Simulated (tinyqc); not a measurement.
Orbital energy against energy difference: ionisation energy by orbital energies and by energy differences in the 6-31g basis, for BeH2, spin multiplicity 1. Computed by the program tinyqc with PySCF. 

Geometry (angstrom):
```
atom       x        y       z
Be    0.0000   0.0000  0.0000
H     0.0000   1.2780  0.1030
H     0.0000  -1.2780  0.1030
```

CCSD(T) difference in the same basis = 11.7427 eV

IP-EOM-CCSD = 11.7776 eV

The cation is unrestricted; errors are against CCSD(T) in this basis, not against experiment.

First vertical ionisation energy (eV):
```
method     -e(HOMO)  E(cation) - E  error of -e(HOMO)  error of the difference
HF           12.325       11.54429              0.583                   -0.198
LDA           7.462       11.80669             -4.281                    0.064
PBE           7.486       11.82877             -4.256                    0.086
B3LYP         8.692       12.08164             -3.050                    0.339
PBE0          8.882       12.01382             -2.860                    0.271
CAM-B3LYP    10.385       12.17476             -1.358                    0.432
LC-wPBE      11.866       12.32757              0.123                    0.585
```

Koopmans errs by +0.58 eV and Delta-HF by -0.20 eV: relaxation, 0.78 eV, lowers the value and the missing correlation difference works against it. The PBE level is off by -4.3 eV through the wrong tail of its potential, though its energy difference is off by +0.09 eV; exact exchange deepens the level, and among the orbital energies LC-wPBE comes closest; among the differences LDA does.
